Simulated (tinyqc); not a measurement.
Interface traps from C-V curves, high-low and Terman methods: two steps of the calculation.

MOS capacitor on an n-type substrate; psi is the band bending, negative in depletion; only majority carriers are counted. At the bending psi the Fermi level lies y = xi - psi below the conduction edge at the surface, xi = Vt ln(Nc/Nd). Dit(y) = D0 + D1 exp(-y/E1); traps fill up to the Fermi level, follow the bias and a slow signal, and do not follow a fast one. V is the gate voltage from flat band.

Constants: q = 1.602176634e-19 C. Results are converted to the units shown.

Question 1. High-low extraction. q Dit = (1/C_LF - 1/Cox)^(-1) - (1/C_HF - 1/Cox)^(-1) at each point.

C_HF, point 0 to 6 (nF/cm^2): [33.147647, 36.159542, 40.186024, 45.967525, 55.311295, 74.087264, 128.77148]
C_LF, point 0 to 6 (nF/cm^2): [37.096116, 40.352031, 44.880266, 51.682252, 63.076785, 85.874889, 147.76702]
Cox = 1817.4386 nF/cm^2

Wanted: Dit by high-low.

Answer 1.

Dit by high-low, point 0 to 6 (cm^-2 eV^-1): [2.5625e10, 2.7305e10, 3.0720e10, 3.7665e10, 5.1787e10, 8.0503e10, 1.3889e11]

Question 2. Terman extraction. psi at each point follows from C_HF and the ideal curve. Dit = (Cox/q) d(V - V0)/dpsi by central differences over the two neighbours.

psi, point 0 to 6 (V): [-0.55000000, -0.46483333, -0.37966667, -0.29450000, -0.20933333, -0.12416667, -0.03900000]
V0, point 0 to 6 (V): [-0.56947471, -0.48265577, -0.39566711, -0.30844235, -0.22085590, -0.13261014, -0.04269484]
V, point 0 to 6 (V): [-0.57230337, -0.48528647, -0.39808149, -0.31060308, -0.22268704, -0.13395732, -0.04324412]
Cox = 1817.4386 nF/cm^2

Give: Dit by Terman.

Answer 2.

Dit by Terman, point 1 to 5 (cm^-2 eV^-1): [2.759e10, 3.130e10, 3.884e10, 5.418e10, 8.537e10]

The differences overstate the curved tail; the largest error is 6.0 %, at point 5.

Numbers from tinyqc (`OMP_NUM_THREADS=1 python tinyqc.py 2030102 2030103 out.jsonl`; about 0.01 s on one thread of a shared Intel Xeon 2.30GHz).
